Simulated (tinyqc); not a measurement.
FCI on RHF in the sto-6g basis, for H2, spin multiplicity 1, step by step. Computed by tinyqc, a small Python program that keeps every step (integrals from PySCF). Settings: charge = 0, multiplicity = 1, basis = sto-6g, method = RHF, energy threshold = 1e-10, iteration cap = 73, orthogonalisation = symmetric, start = Wolfsberg-Helmholz matrix, DIIS depth = 6, ci = FCI. Command: `OMP_NUM_THREADS=1 python tinyqc.py 22079 22080 out.jsonl` (the two numbers bound the seeds that draw the settings). One thread of a shared host (Intel(R) Xeon(R) Processor @ 2.60GHz), about 0.09 s of CPU time with the checks. Later iterations appear only in the table of the cycle.

## One-electron integrals

Geometry (angstrom):

| atom | x | y | z |
|---|---|---|---|
| H | 0.00000 | 0.00000 | 0.00000 |
| H | 0.00000 | 0.00000 | 0.73800 |

Basis sto-6g: exponents (1/bohr^2) and contraction coefficients of normalised primitives:

| element | l (shell) | exponent | coefficient |
|---|---|---|---|
| H | s (1) | 35.52322 | 0.00916 |
| H | s (1) | 6.51314 | 0.04936 |
| H | s (1) | 1.82214 | 0.16854 |
| H | s (1) | 0.62596 | 0.37056 |
| H | s (1) | 0.24308 | 0.41649 |
| H | s (1) | 0.10011 | 0.13033 |

Overlap, kinetic and nuclear-attraction integrals over the contracted functions; the nuclear repulsion is the sum of Za Zb / Rab.

nuclear repulsion = 0.7170423 hartree

overlap S:
```
         1H 1s    2H 1s
1H 1s  1.00000  0.66104
2H 1s  0.66104  1.00000
```

kinetic energy T (hartree):
```
         1H 1s    2H 1s
1H 1s  0.76852  0.23625
2H 1s  0.23625  0.76852
```

nuclear attraction V (hartree):
```
          1H 1s     2H 1s
1H 1s  -1.89500  -1.20069
2H 1s  -1.20069  -1.89500
```

core Hamiltonian H = T + V (hartree):
```
          1H 1s     2H 1s
1H 1s  -1.12648  -0.96444
2H 1s  -0.96444  -1.12648
```

## Two-electron integrals

Functions are numbered as in S; the eight-fold symmetry (ij|kl) = (ji|kl) = (kl|ij) leaves the list below.

Two-electron integrals (ij|kl) in chemists' order, unique and non-zero (hartree):
```
(11|11) 0.77500   (21|11) 0.44555   (21|21) 0.29861   (22|11) 0.57075
(22|21) 0.44555   (22|22) 0.77500
```

## Orthogonalisation

S = U s U^T; symmetric (Loewdin) form X = U s^(-1/2) U^T, so that X^T S X = 1.

eigenvalues of S: 0.33896  1.66104

X:
```
          1H 1s     2H 1s
1H 1s   1.24676  -0.47085
2H 1s  -0.47085   1.24676
```

## Starting guess

The start is the generalised Wolfsberg-Helmholz matrix (K = 1.75) built on H; D = 2 C_occ C_occ^T.

D at the start:
```
         1H 1s    2H 1s
1H 1s  0.60203  0.60203
2H 1s  0.60203  0.60203
```

## Iteration 1: building the Fock matrix

J_ij = sum D_kl (ij|kl), K_ij = sum D_kl (ik|jl); F = H + J - 0.5 K; E = tr D H + tr D J / 2 - 0.25 tr D K + E_nn.

Coulomb J (hartree):
```
         1H 1s    2H 1s
1H 1s  1.34666  0.89602
2H 1s  0.89602  1.34666
```

exchange K (hartree):
```
         1H 1s    2H 1s
1H 1s  1.18282  1.05985
2H 1s  1.05985  1.18282
```

Fock matrix F (hartree):
```
          1H 1s     2H 1s
1H 1s  -0.37124  -0.59835
2H 1s  -0.59835  -0.37124
```

total energy of this density = -1.1254800 hartree

## Iteration 1: diagonalisation and new density

Diagonalise F' = X^T F X, C = X C', fill 1 alpha and 1 beta electrons from the bottom; D = 2 C_occ C_occ^T. Each column has its largest component positive (the first on a tie).

F' = X^T F X (hartree):
```
          1         2
1   0.04315  -0.62687
2  -0.62687   0.04315
```

orbital energies (hartree): MO1 -0.58372, MO2 0.67002

coefficients C:
```
           MO1       MO2
1H 1s  0.54865   1.21453
2H 1s  0.54865  -1.21453
```

D after iteration 1:
```
         1H 1s    2H 1s
1H 1s  0.60203  0.60203
2H 1s  0.60203  0.60203
```

## Iteration 2 (converged): orbitals

converged F (hartree):
```
          1H 1s     2H 1s
1H 1s  -0.37124  -0.59835
2H 1s  -0.59835  -0.37124
```

As before.

F' = X^T F X (hartree):
```
          1         2
1   0.04315  -0.62687
2  -0.62687   0.04315
```

orbital energies (hartree): MO1 -0.58372, MO2 0.67002

coefficients C:
```
           MO1       MO2
1H 1s  0.54865   1.21453
2H 1s  0.54865  -1.21453
```

D after iteration 2:
```
         1H 1s    2H 1s
1H 1s  0.60203  0.60203
2H 1s  0.60203  0.60203
```

## Convergence

Stop when the energy changes by less than 1e-10 hartree and every element of the error matrix X^T (F D S - S D F) X is below 3e-06.

Course of the cycle:

| iteration | E (hartree) | change | largest element of the error matrix |
|---|---|---|---|
| 1 | -1.1254800 | - | 1.48e-16 |
| 2 | -1.1254800 | -4.44e-16 | 4.68e-16 |

PySCF RHF in the same basis = -1.1254800 hartree

Converged in 2 iterations.

## Populations, bond orders and dipole

Mulliken: Z minus the diagonal of D S on the atom; Loewdin: the same with S^(1/2) D S^(1/2); Mayer order: 2 sum_s sum (D(s) S)_ij (D(s) S)_ji over the two atoms.

Charges (e):

| atom | Mulliken | Loewdin |
|---|---|---|
| 1H | 0 | 0 |
| 2H | 0 | 0 |

Mayer bond orders:

| pair | order |
|---|---|
| 2-1 | 1.00000 |

dipole moment about the origin, x y z (debye): 0.00000  0.00000  0.00000

## Integrals over molecular orbitals

(pq|rs) = sum C_ip C_jq C_kr C_ls (ij|kl), one index at a time.

one-electron integrals over orbitals h = C^T H C (hartree):
```
          1         2
1  -1.25880   0.00000
2   0.00000  -0.47806
```

Two-electron integrals over orbitals (pq|rs), unique and non-zero (hartree):
```
(11|11) 0.67508   (21|21) 0.18139   (22|11) 0.66473   (22|22) 0.69961
```

## FCI: determinants and Hamiltonian

Hartree-Fock energy = -1.1254800 hartree

Slater-Condon rules over spin orbitals, with the nuclear repulsion added and E(HF) subtracted on the diagonal.

Occupation strings over the orbitals (2 doubly, a alpha, b beta, 0 empty; spin orbitals ordered 1a 1b 2a 2b ...): 20 ab ba 02

H - E(HF) between determinants (hartree):
```
         20        ab        ba       02
20  0.00000   0.00000   0.00000  0.18139
ab  0.00000   0.77039  -0.18139  0.00000
ba  0.00000  -0.18139   0.77039  0.00000
02  0.18139   0.00000   0.00000  1.58601
```

## FCI: roots

Diagonalise (each vector has its largest component positive (the first on a tie)); all determinants have Ms = 0, so triplets appear too. The lowest singlet root is the correlation energy.

lowest roots of this matrix, relative to E(HF) (hartree): -0.02048  0.58900  0.95178  1.60649

lowest vectors:
```
      root 1   root 2    root 3   root 4
20   0.99369  0.00000   0.00000  0.11220
ab   0.00000  0.70711   0.70711  0.00000
ba   0.00000  0.70711  -0.70711  0.00000
02  -0.11220  0.00000   0.00000  0.99369
```

<S^2> of these roots: 0.00000  2.00000  0.00000  0.00000

weight of the ground state by excitation level 0, 1, 2, ...: 0.98741  0.00000  0.01259
